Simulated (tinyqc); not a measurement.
# Off-state leakage of single and stacked transistors: effects of single changes

n-channel devices of unit width. Subthreshold current I(Vg, Vs, Vd) = I0 (T/300 K)^0.5 exp[(Vg - Vs - VT(T) - gb (Vs - Vb) + dd (Vd - Vs))/(nf Vt)] (1 - exp(-(Vd - Vs)/Vt)), VT(T) = VT - cT (T - 300 K). Gate-edge tunnelling Ig (Vd/1 V) exp(ag (Vd - 1 V)), for a gate at 0 V, and band-to-band leakage Ab u exp(-Bb/u), u = Vd - Vb + 1 V, flow at a drain held at V; both are taken as independent of T. In a stack of off transistors (all gates at 0 V) the same subthreshold current passes through each.

Parameters, values chosen for the exercise; values of the order met in bulk silicon logic transistors: temperature T = 330 K; supply voltage V = 1 V; threshold at 300 K, zero drain and body bias VT = 0.46 V; fall of the threshold with temperature cT = 0.7 mV/K; current at threshold at 300 K I0 = 0.16 uA/um; slope factor nf = 1.42; drain-induced lowering per volt dd = 0.17; rise of the threshold per volt of source-body bias gb = 0.23; gate-edge tunnelling current at 1 V Ig = 2e-5 uA/um; exponential slope of the gate current ag = 3 1/V; prefactor of band-to-band leakage at the drain Ab = 200 uA/(um V); its exponential voltage Bb = 21 V; body voltage Vb = 0 V.

Constants: q = 1.602176634e-19 C, kB = 1.380649e-23 J/K, Vt = kB T/q. Results are converted to the units shown.

Each table varies one quantity; the others keep the values above.

## Subthreshold current against the height of the stack

All n gates at 0 V, bottom source at 0 V, top drain at V; node voltages follow from equal currents.

Results:
```
n,I (nA/um),reduction factor,drain voltage of the bottom device (mV),source voltage of the top device (mV),voltage across the top device (V)
1,0.21465,1.0000,1000.0,0,1.0000
2,0.0049299,43.540,108.85,108.85,0.89115
3,0.0021639,99.197,26.567,132.60,0.86740
4,0.0013745,156.17,14.777,145.69,0.85431
6,7.9133e-4,271.25,7.8140,161.61,0.83839
```

Estimate the missing row, n = 5.

Computed row:
```
n,I (nA/um),reduction factor,drain voltage of the bottom device (mV),source voltage of the top device (mV),voltage across the top device (V)
5,0.0010049,213.59,10.226,154.72,0.84528
```

With this row back in the table: The second transistor cuts the current by a factor of 43.5, the third by a further 2.28 and the sixth by 1.27. The top device keeps 83.8 % of the supply at n = 6, while the drain voltage of the bottom one falls to 0.275 Vt.

## Leakage components against the body voltage

Same model as above.

One transistor with Vg = Vs = 0, Vd = V; stack factor I(one)/I(two in series).

The same in every row: gate edge (nA/um) = 0.02000; stack factor = 43.54.

Result of one run:
```
Vb (V),subthreshold (nA/um),band-to-band (nA/um),total (nA/um),largest part
-0.8,0.002253,309.7,309.7,band-to-band
```

What becomes of these results when the body voltage Vb is changed from -0.8 to -1.2 V, all else the same?

Result of the changed run:
```
Vb (V),subthreshold (nA/um),band-to-band (nA/um),total (nA/um),largest part
-1.2,2.309e-4,903.9,903.9,band-to-band
```

The whole series:
```
Vb (V),subthreshold (nA/um),band-to-band (nA/um),total (nA/um),largest part
0.2,0.6706,3.087,3.778,band-to-band
0,0.2146,11.01,11.25,band-to-band
-0.2,0.06871,31.47,31.56,band-to-band
-0.4,0.02199,76.06,76.10,band-to-band
-0.6,0.007040,161.5,161.6,band-to-band
-0.8,0.002253,309.7,309.7,band-to-band
-1,7.213e-4,547.1,547.1,band-to-band
-1.2,2.309e-4,903.9,903.9,band-to-band
-1.4,7.390e-5,1413,1413,band-to-band
```

As Vb goes from 0.2 to -1.4, the total leakage rises from 3.78 to 1410 nA/um. The band-to-band part leads at Vb = 0.2 and in all other rows. The reduction by a stack of two stays at 43.5, for the subthreshold part alone. For Vb = 0.2 the body is forward biased; the junction current, left out, is still small at this voltage.

Computed by the program tinyqc: `OMP_NUM_THREADS=1 python tinyqc.py 2242164 2242165 out.jsonl`, one thread of a shared Intel Xeon 2.30GHz, about 0.03 s for the whole run.
